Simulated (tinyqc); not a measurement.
Approximations to the ground state: Holstein polaron on two sites. Computed by tinyqc, a small Python program. Command: `OMP_NUM_THREADS=1 python tinyqc.py 3030197 3030198 out.jsonl holstein walk`. One thread of a shared host (Intel(R) Xeon(R) Processor @ 2.30GHz), about 0.01 s of CPU time with the checks.

One electron on sites 1 and 2: H = -t (c1+ c2 + c2+ c1) + hbar omega sum_i b_i+ b_i - g hbar omega sum_i n_i (b_i + b_i+). The symmetric phonon shifts the energy by -g^2 hbar omega/2 and drops out; with b = (b_1 - b_2)/sqrt(2) there remains H = -t sigma_x + hbar omega b+ b - (g hbar omega/sqrt(2)) sigma_z (b + b+). Parity splits it into blocks p = +1 and -1 over phonon numbers n. Zero-point energies are left out. Weights Z refer to mode b alone; the displaced symmetric mode multiplies the full zero-phonon weight by exp(-g^2/2).

Inputs (values chosen for the exercise, for a model dimer): hopping t = 120 meV; phonon energy hbar omega = 141 meV; coupling g = 1.93.

Method:
- Polaron binding energy E_p = g^2 hbar omega; ratio E_p/t (the adiabatic potential has two wells when it exceeds 1); adiabaticity hbar omega/t.
- Block p: H_nn = n hbar omega - p t (-1)^n - g^2 hbar omega/2, H_(n,n+1) = -(g hbar omega/sqrt(2)) sqrt(n + 1).
- Use 60 levels in both blocks; Z = c_0^2 is the weight of n = 0 in the ground state c; the splitting is the lowest odd level less the lowest even one, which without coupling is the smaller of 2t and hbar omega; <sigma_x> = sum (-1)^n c_n^2 measures the kinetic energy.
- Second order: E = -t - E_p/2 - (E_p/2) hbar omega/(hbar omega + 2t). Lang-Firsov: E = -E_p - t exp(-g^2). Variable displacement: E(x) = -E_p/2 - t exp(-g^2 x^2) - (E_p/2)(2x - x^2), minimised over 0 <= x <= 1. Adiabatic, classical lattice: E = -E_p/2 - t for E_p < t, else -E_p - t^2/(2 E_p); it leaves out the change of zero-point energy.

E_p = 525.2109 meV

E_p/t = 4.37676

ground-state energy = -545.043 meV

hbar omega/t = 1.175

Ground-state energy (meV):
```
method                       E  E - exact
second order in g      -479.79     65.253
Lang-Firsov            -528.10     16.938
variable displacement  -528.73     16.313
adiabatic, classical   -538.92      6.123
```

best displacement x = 0.94073

What does the comparison show, and why?

Closest here is adiabatic, classical (+6.12 meV), furthest second order in g (+65.25 meV), at hbar omega/t = 1.18 and E_p/t = 4.38. Lang-Firsov and variable displacement are variational and lie above the exact value.

Extremes, crossings and ranges named in words are read from the listed rows.
